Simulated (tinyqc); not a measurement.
Inside a calculation. Method: one-electron ion in a basis of Gaussians. One step of it, computed by the program tinyqc.

Problem. Generalised eigenproblem. Solve H C = S C e through S^(-1/2); each column has its largest component positive (the first on a tie).

H = T + V (hartree), lower triangle:
```
           1           2           3           4           5            6             7
1  -8.341238
2  -9.412226  -10.453672
3  -8.707779  -11.858278    8.431317
4  -6.865604  -14.360530    9.112921  149.178560
5  -5.018183  -12.929324  -13.394697  166.283714  884.292558
6  -3.556940   -9.996248  -20.906691   44.125086  988.430390  4338.642269
7  -2.488811   -7.262774  -18.792726  -17.225743  405.946285  4853.336898  19909.307976
```

S, lower triangle:
```
          1         2         3         4         5         6         7
1  1.000000
2  0.688260  1.000000
3  0.288365  0.688313  1.000000
4  0.101532  0.288409  0.688334  1.000000
5  0.034158  0.101515  0.288333  0.688188  1.000000
6  0.011372  0.034160  0.101507  0.288300  0.688278  1.000000
7  0.003776  0.011371  0.034153  0.101481  0.288319  0.688221  1.000000
```

Give: eigenvalues of S; eigenvalues; coefficients.

Solution.

eigenvalues of S: 0.067  0.135  0.287  0.589  1.130  1.950  2.842

eigenvalues (hartree): -12.474  -0.260  44.892  292.369  1472.699  6867.507  32042.606

coefficients:
```
       1       2       3       4       5       6       7
1  0.364   1.310  -0.584  -0.215   0.088  -0.038   0.017
2  0.597  -1.048   1.568   0.700  -0.287   0.123  -0.053
3  0.160  -0.077  -1.513  -1.507   0.698  -0.297   0.127
4  0.029  -0.033   0.074   1.623  -1.454   0.682  -0.289
5  0.005  -0.002  -0.034  -0.151   1.652  -1.416   0.653
6  0.001  -0.001   0.003   0.034  -0.180   1.637  -1.339
7  0.000   0.000  -0.001  -0.004   0.028  -0.155   1.490
```

For Z = 5 and l = 0 the exact lowest level is -Z^2/(2 n^2) with n = l + 1: -12.500000 hartree.
